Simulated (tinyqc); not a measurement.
# Ellipsometry and reflectance of a transparent film on an absorbing substrate: psi and Delta against the film thickness

Air (index 1), film, substrate with N2 = n2 - i k2; time factor exp(+i w t). q_j = sqrt(N_j^2 - sin^2 th), root with positive real part. Fresnel coefficients r_s = (q_a - q_b)/(q_a + q_b), r_p = (N_b^2 q_a - N_a^2 q_b)/(N_b^2 q_a + N_a^2 q_b). tan(Psi) exp(i Delta) = R_p/R_s, Delta taken from 0 to 360 degrees.

beta = 2 pi d q1/lam, X = exp(-2 i beta), R = (r01 + r12 X)/(1 + r01 r12 X) for p and s. The last column is the derivative of Delta.

Inputs (values chosen for the exercise); indices close to those of a porous low-k film on silicon: wavelength lam = 632.8 nm; angle of incidence th = 75 degrees; index of the transparent film n1 = 1.298; index of the substrate n2 = 3.882; extinction coefficient of the substrate k2 = 0.019.

Psi and Delta against the film thickness:
```
d (nm)  Psi (degrees)  Delta (degrees)   |R_p|^2  |R_s|^2  dDelta/dd (degrees/nm)
0               1.215            172.9  3.417e-4   0.7590                  -20.62
2               1.575            139.1  5.736e-4   0.7589                  -12.42
4               2.231            121.2  0.001152   0.7588                  -6.351
6               2.994            111.5  0.002075   0.7585                  -3.674
8               3.797            105.6  0.003339   0.7581                  -2.407
10              4.617            101.5  0.004941   0.7576                  -1.733
12              5.444            98.44  0.006875   0.7570                  -1.336
14              6.272            96.04  0.009135   0.7563                  -1.084
16              7.098            94.05   0.01171   0.7554                 -0.9146
```

Delta falls from 172.94 to 94.047 degrees while Psi moves from 1.215 to 7.098: Delta changes 13.4 times as much as Psi. With the slope of the first row an error of 0.01 degree in Delta means 4.8e-4 nm.

Program tinyqc, `OMP_NUM_THREADS=1 python tinyqc.py 2870115 2870116 out.jsonl`; Intel Xeon 2.30GHz, shared host, one thread, about 0.4 s.
